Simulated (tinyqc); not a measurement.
Changing the oxide field F: bias-temperature instability from a Gaussian distribution of capture and emission barriers. Computed by tinyqc, a small Python program. Command: `OMP_NUM_THREADS=1 python tinyqc.py 3013749 3013750 out.jsonl bti sweep`. One thread of a shared host (Intel(R) Xeon(R) Processor @ 2.30GHz), about 0.02 s of CPU time with the checks.

Each trap has a capture time tau_0 exp(E_c/(k_B T)) under stress and an emission time tau_0 exp(E_e/(k_B T)) after it. E_c is Gaussian, and E_e = E_c + d with d Gaussian and independent. A trap counts as filled once t_s exceeds its capture time and as emptied once t_r exceeds its emission time.

Inputs (values chosen for the exercise, for a model p-channel transistor):

| quantity | value | unit |
|---|---|---|
| shift with all traps filled V_max | 340 | mV |
| mean capture barrier at zero field mu_c | 1.73 | eV |
| spread of capture barriers sigma_c | 0.37 | eV |
| lowering of mu_c per field k_F | 0.056 | eV/(MV/cm) |
| time constant tau_0 | 5e-10 | s |
| temperature T | 105 | C |
| stress time t_s | 500 | s |
| failure criterion | 50 | mV |

Constants: k_B = 8.617333262e-05 eV/K.

Method:
- Demarcation energies E_s = k_B T ln(t_s/tau_0), E_r = k_B T ln(t_r/tau_0); mean barrier mu = mu_c - k_F F; z = (E_s - mu)/sigma_c; Phi is the standard normal distribution.
- Temperatures in kelvin are T(C) + 273.15.
- Shift without recovery dV0 = V_max Phi(z); local time exponent n = d ln dV0/d ln t_s = (k_B T/sigma_c) exp(-z^2/2)/(sqrt(2 pi) Phi(z)); apparent activation energy n E_s.
- Solve V_max Phi(z) = criterion for t_s; the power-law extrapolation from the stress point is t_s (criterion/dV0)^(1/n); 1 year = 3.15576e7 s.

One run for each value:

| oxide field F (MV/cm) | shift without recovery dV0 (mV) | time exponent n | log10 of the lifetime in s | z |
|---|---|---|---|---|
| 3 | 12.539 | 0.19261 | 6.3430 | -1.7881 |
| 4 | 17.286 | 0.18105 | 5.5967 | -1.6368 |
| 5 | 23.364 | 0.16965 | 4.8503 | -1.4854 |
| 6 | 30.971 | 0.15842 | 4.1040 | -1.3341 |
| 7 | 40.277 | 0.14737 | 3.3577 | -1.1827 |
| 8 | 51.403 | 0.13654 | 2.6113 | -1.0314 |
| 9 | 64.405 | 0.12593 | 1.8650 | -0.8800 |
| 10 | 79.256 | 0.11558 | 1.1187 | -0.7287 |

Over the rows, shift without recovery dV0 (mV) rises from 12.5 to 79.3 (exponent d ln y / d ln x 1.1 between the first rows and 2.0 between the last); time exponent n falls from 0.193 to 0.116 (exponent d ln y / d ln x -0.22 between the first rows and -0.81 between the last); log10 of the lifetime in s falls from 6.34 to 1.12. The lifetime is exactly exponential in the field, 0.75 decades per MV/cm; the shift at fixed time follows the Gaussian tail and grows ever more slowly on a logarithmic scale.
